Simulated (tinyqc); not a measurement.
Strain-driven roughening and islands of a mismatched epitaxial film: one step, computed by the program tinyqc. Command: `OMP_NUM_THREADS=1 python tinyqc.py 3024023 3024024 out.jsonl island walk`. One thread of a shared host (Intel(R) Xeon(R) Processor @ 2.30GHz), about 0.01 s of CPU time with the checks.

Film and substrate share isotropic elastic constants; the film is coherent and biaxially strained.

Problem. Asaro-Tiller-Grinfeld instability. A ripple A cos(k x) has the surface chemical potential per volume [gamma k^2 - 2 (1 + nu) w k] A cos(k x), so k_c = 2 (1 + nu) w/gamma. With surface diffusion the amplitude grows at the rate q = B k^2 [2 (1 + nu) w k - gamma k^2], fastest at k_m = (3/4) k_c. B is the surface mobility.

Inputs (values chosen for the exercise, modelled on Si(0.5)Ge(0.5) on Si): Poisson ratio nu = 0.26; surface energy gamma = 1.16 J/m^2; surface mobility D_s nu_s Omega^2/(k_B T) = 8.3e-34 m^6/(J s).

Transport: surface diffusion.

energy density w = 80.34776 MJ/m^3

Give: k_c; critical wavelength; fastest wavelength; growth time 1/q at k_m.

Solution.

k_c = 0.1745 1/nm

critical wavelength = 36.00 nm

fastest wavelength = 48.00 nm

growth time 1/q at k_m = 10.61 s
